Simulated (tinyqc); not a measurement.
Inside a calculation. Model: composition and strain of an epitaxial Si(1-x)Ge(x) layer from Raman and X-ray peaks. Computed by tinyqc, a small Python program that keeps every step. Command: `OMP_NUM_THREADS=1 python tinyqc.py 3021490 3021491 out.jsonl epiraman walk`. One thread of a shared host (Intel(R) Xeon(R) Processor @ 2.30GHz), about 0.01 s of CPU time with the checks. Intermediate numbers are printed to about 5 digits and carried at full precision; extremes and crossings named in words are read from the listed rows.

A (001) layer, biaxially strained in the plane. The Raman peaks follow empirical lines omega = w0 + c1 x + c3 x^3 + b eps (c3 for Si-Ge alone), with eps the in-plane strain.

Inputs (values chosen for the exercise, modelled on silicon-germanium):

| quantity | value | unit |
|---|---|---|
| Ge fraction x | 0.8 | - |
| degree of relaxation R | 0 | - |
| lattice constant of Si | 5.431 | angstrom |
| lattice constant of Ge | 5.658 | angstrom |
| bowing B | 0.027 | angstrom |
| 2 C12/C11 of Si | 0.778 | - |
| 2 C12/C11 of Ge | 0.756 | - |
| Si-Si: w0 | 520.5 | 1/cm |
| Si-Si: c1 | -64.5 | 1/cm |
| Si-Si: strain coefficient b | -704 | 1/cm |
| Si-Ge: w0 | 400.3 | 1/cm |
| Si-Ge: c1 | 24.4 | 1/cm |
| Si-Ge: c3 | -33.6 | 1/cm |
| Si-Ge: strain coefficient b | -562 | 1/cm |
| Ge-Ge: w0 | 280.5 | 1/cm |
| Ge-Ge: c1 | 18.6 | 1/cm |
| Ge-Ge: strain coefficient b | -432 | 1/cm |
| uncertainty of a Raman peak | 0.2 | 1/cm |
| X-ray wavelength | 1.540598 | angstrom |

Substrate: silicon. Pair of peaks used: Si-Si and Si-Ge.

## Lattice constants and strain

Relaxed lattice constant a(x) = a_Si + (a_Ge - a_Si) x - B x (1 - x). In-plane constant a_par = a_sub + R (a(x) - a_sub); eps = a_par/a(x) - 1; eps_perp = -(2 C12/C11) eps with 2 C12/C11 linear in x; a_perp = a(x) (1 + eps_perp).

relaxed constant a(x) = 5.60828 angstrom

substrate constant a_sub = 5.431 angstrom

a_par = 5.431 angstrom

in-plane strain eps = -31.610 per mille

strain along the normal = 24.037 per mille

a_perp = 5.7431 angstrom

The layer is under compression in the plane and is stretched along the normal. Caution: strains above 2 % survive only in layers a few nanometres thick, and the linear relations lose accuracy.

## Raman peaks

Insert x and eps in the three lines; the strain part is b eps.

Si-Si peak = 491.15 1/cm

Si-Ge peak = 420.38 1/cm

Ge-Ge peak = 309.04 1/cm

strain parts (1/cm): Si-Si 22.254, Si-Ge 17.765, Ge-Ge 13.656

Read as unstrained, the Si-Si peak would give x = 0.455 in place of 0.8.

## X-ray (004) reflection

Bragg angle theta = arcsin(2 lambda/a) for (004), for the substrate with a_sub and the layer with a_perp; separation in arc seconds.

theta of the substrate = 34.565 degree

theta of the layer = 32.446 degree

separation, layer less substrate = -7626.7 arcsec

## Back from two peaks to composition and strain

Unknowns x and eps (per mille). Newton steps: J d = (measured - model), J = [d omega/dx, d omega/d eps] for the two peaks; start at x = 0.5, eps = 0; stop when |d| < 1e-9. The peaks are rounded to 0.001 per cm; R = (a(x)(1 + eps) - a_sub)/(a(x) - a_sub).

peaks used (1/cm): Si-Si 491.154, Si-Ge 420.382

Iterations:

| step | x | eps (per mille) | residual 1 (1/cm) | residual 2 (1/cm) |
|---|---|---|---|---|
| 0 | 0.50000 | 0.000 | 2.904 | 1.2082e+01 |
| 1 | 0.69262 | -21.772 | 0.000 | 2.1100e+00 |
| 2 | 0.76925 | -28.793 | 0.000 | 4.2511e-01 |
| 3 | 0.79542 | -31.191 | 0.000 | 5.3719e-02 |
| 4 | 0.79986 | -31.598 | 0.000 | 1.5795e-03 |
| 5 | 0.79999 | -31.610 | 0.000 | 1.5474e-06 |
| 6 | 0.79999 | -31.610 | 0.000 | 0 |

recovered x = 0.79999

recovered eps = -31.610 per mille

recovered R = 0

## Which pair of peaks is best

For each pair invert J = [d omega/dx, d omega/d eps] at the true x. Independent errors of the given size in both peaks give sigma_x and sigma_eps = uncertainty x (norm of the rows of the inverse of J).

Error propagation:

| pair | det J | sigma_x | sigma_eps (per mille) |
|---|---|---|---|
| Si-Si and Si-Ge | 8.010152 | 0.022492 | 1.8965 |
| Si-Si and Ge-Ge | 40.9584 | 0.0040333 | 0.32779 |
| Si-Ge and Ge-Ge | 27.782 | 0.0051030 | 0.31830 |

The pair Si-Si and Ge-Ge fixes x best (sigma_x = 0.0040) and Si-Si and Si-Ge worst (0.022), a factor 5.6. Strain moves all peaks the same way, so a good pair needs different ratios of composition slope to strain coefficient, best of opposite sign; the slopes here are -64.5, -40.1 and 18.6 per cm for Si-Si, Si-Ge and Ge-Ge. Errors in the coefficients themselves are not counted.

## Relaxation at fixed composition

(004) Bragg angle theta = arcsin(2 lambda/a), with a = a_perp for the layer and a_sub for the substrate; separation = layer less substrate. The apparent x is the one that a fully strained layer (R = 0) would need to give the same a_perp.

Signatures:

| R | eps (per mille) | Si-Si (1/cm) | Ge-Ge (1/cm) | a_perp (angstrom) | (004) separation (arcsec) | apparent x if R = 0 is assumed |
|---|---|---|---|---|---|---|
| 0.00 | -31.610 | 491.15 | 309.04 | 5.7431 | -7626.7 | 0.80000 |
| 0.15 | -26.869 | 487.82 | 306.99 | 5.7229 | -7163.0 | 0.75211 |
| 0.30 | -22.127 | 484.48 | 304.94 | 5.7026 | -6695.4 | 0.70375 |
| 0.50 | -15.805 | 480.03 | 302.21 | 5.6757 | -6065.6 | 0.63852 |
| 0.70 | -9.483 | 475.58 | 299.48 | 5.6487 | -5428.6 | 0.57240 |
| 0.85 | -4.742 | 472.24 | 297.43 | 5.6285 | -4946.0 | 0.52220 |
| 1.00 | 0.000 | 468.90 | 295.38 | 5.6083 | -4459.1 | 0.47146 |

Full relaxation moves the Si-Si peak by -22.25 per cm and shrinks the X-ray separation to 58 % of its strained value, about 1/(1 + 2 C12/C11). A symmetric reflection alone cannot part x from R: a relaxed layer read as strained gives x = 0.471 in place of 0.8. An asymmetric reflection or a second peak is needed.

Checks made by the program: recovered composition (relative difference 7e-06).
